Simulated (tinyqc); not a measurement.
Thermal stress, cracking, delamination and buckling of a thin film; Griffith cracks and misfitting inclusions: one step, computed by the program tinyqc. Command: `OMP_NUM_THREADS=1 python tinyqc.py 3016411 3016412 out.jsonl filmcrack walk`. One thread of a shared host (Intel(R) Xeon(R) Processor @ 2.30GHz), about 0.01 s of CPU time with the checks.

Isotropic linear elasticity; the substrate is much thicker than the film; stress is positive in tension.

Question. Stress in the film. Thermal strain = (alpha_f - alpha_s)(T_d - T); stress = E/(1 - nu) x strain + intrinsic stress; plane-strain modulus Ebar = E/(1 - nu^2); G0 = stress^2 h/(2 Ebar) is the energy freed per area when a long strip loses its stress across its width.

Inputs (values chosen for the exercise, for a model film):
```
quantity                     value        unit
film Young's modulus E         439         GPa
film Poisson ratio nu         0.29           -
film expansion alpha_f         3.9      1e-6/K
substrate expansion alpha_s      3      1e-6/K
deposition temperature T_d     800           K
final temperature T            300           K
intrinsic stress              -700         MPa
film thickness h              0.68  micrometre
```

Give: thermal strain; film stress; Ebar; G0.

Answer.

thermal strain = 4.50e-04

film stress = -421.8 MPa

Ebar = 479.3 GPa

G0 = 0.1262 J/m^2

The film ends in compression; the thermal part is 278 MPa.
